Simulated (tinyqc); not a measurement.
Core-shell quantum dot (spherical envelope functions), step by step. Values are carried at full precision from step to step, so a last printed digit may differ when a step is redone from the rounded ones.

Parabolic bands; strain and other valleys are left out. s states, u = r psi, hard wall at R + H, c = hbar^2/2m0, energies from the band edges of the core. Core: u = sin(k1 r)/k1, k1 = sqrt(m1 E/c). At R, psi and psi'/m are continuous, so u is continuous and its slope in the shell is s = u/R + (m2/m1)(u' - u/R). Shell: u(R + x) = u(R) cos(k2 x) + s sin(k2 x)/k2, k2 = sqrt(m2 (E - V)/c); for negative arguments the functions turn into sinh and cosh. A level has u(R + H) = 0.

Constants: hbar^2/2m0 = 3.80998211 eV angstrom^2; e^2/(4 pi eps0) = 14.39964547 eV angstrom; hc = 1239.841984 eV nm.

Parameters, chosen for this exercise (near those of an InAs/InP core-shell dot; not measured data):
- R = 38 angstrom (core radius)
- H = 18 angstrom (shell thickness)
- Vc = 0.481 eV (conduction edge of the shell above that of the core)
- me1 = 0.03 m0 (electron, core)
- me2 = 0.081 m0 (electron, shell)
- E = 0.302 eV (trial energy of the electron)
- Vv = 0.424 eV (hole barrier of the shell)
- mh1 = 0.361 m0 (hole, core)
- mh2 = 0.499 m0 (hole, shell)
- Eg = 0.415 eV (gap of the core)
- eps = 12.5 (dielectric constant)

## Shooting at a trial energy

Carry the electron solution outwards.

k1^2 = 0.0023780 1/angstrom^2
k2^2 = -0.0038055 1/angstrom^2
u(R) = 19.695 angstrom
s = -1.6331
u(R + H) = -2.683 angstrom

u(R + H) is negative: one node has entered, so the lowest level lies below the trial energy.

## Ground states

Find the lowest root for electron and hole, and the share of u^2 inside the core.

Levels:
```
carrier   E (eV)  share in the core
electron  0.2917              0.817
hole      0.0534              0.982
```

The core holds 31 % of the volume. Both carriers sit mainly in the core, as the type I line-up favours.

## Overlap and Coulomb integrals

Overlap = (integral of u_e u_h)^2 with normalised u. Coulomb integrals J_ab = (q/eps) double integral of u_a(r)^2 u_b(s)^2/max(r, s), q = e^2/(4 pi eps0), one eps everywhere. Exciton E = Eg + E_e + E_h - J_eh; first-order biexciton shift J_ee + J_hh - 2 J_eh (positive: repulsive).

Integrate numerically.

overlap = 0.837

J_eh, J_ee, J_hh (meV): [39.7, 35.6, 46.5]

## Exciton and biexciton

Give E, the wavelength hc/E and the biexciton shift.

E = 0.721 eV
wavelength = 1721 nm
biexciton shift = 3 meV

At first order the shift is the Coulomb integral of the net charge density with itself and cannot be negative; correlation, left out here, lowers it, and may reverse a shift as small as this.

## Checks

- Level without offset and mass step against c (pi/(R + H))^2/m, eV: both 0.3997.
- J_ee in that case against 1.786 q/(eps (R + H)), meV: both 36.7.

tinyqc: `OMP_NUM_THREADS=1 python tinyqc.py 1251647 1251648 out.jsonl`; about 0.03 s, one thread, shared Intel(R) Xeon(R) Processor @ 2.30GHz.
